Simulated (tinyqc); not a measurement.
Worked calculation: MP2 on RHF in the sto-3g basis, for H2, spin multiplicity 1. One step of it, computed by the program tinyqc.

Question. Second-order Moller-Plesset energy. E2 = sum_ijab (ia|jb) [2 (ia|jb) - (ib|ja)] / (e_i + e_j - e_a - e_b) over occupied i, j and virtual a, b; the opposite-spin part is (ia|jb)^2 / denominator, the rest is same-spin, and SCS-MP2 scales them by 6/5 and 1/3.

orbital energies (hartree): [-0.499980, 0.490146]

Two-electron integrals over orbitals (pq|rs), unique and non-zero (hartree):
```
(11|11) 0.635016   (21|21) 0.193775   (22|11) 0.628962   (22|22) 0.660844
```

Hartree-Fock energy = -1.07911736 hartree

Give: Terms; Pair energies; MP2 correlation energy; SCS-MP2 correlation energy; MP2 total energy.

Answer.

Terms:
```
i  j  a  b  (ia|jb)  (ib|ja)  denominator    term
1  1  2  2    0.194    0.194       -1.980  -0.019
```

Pair energies (hartree; pair i-j sums ij and ji):
```
pair  opposite spin  same spin
1-1          -0.019      0.000
```

MP2 correlation energy = -0.01896 hartree

SCS-MP2 correlation energy = -0.02275 hartree

MP2 total energy = -1.09808 hartree
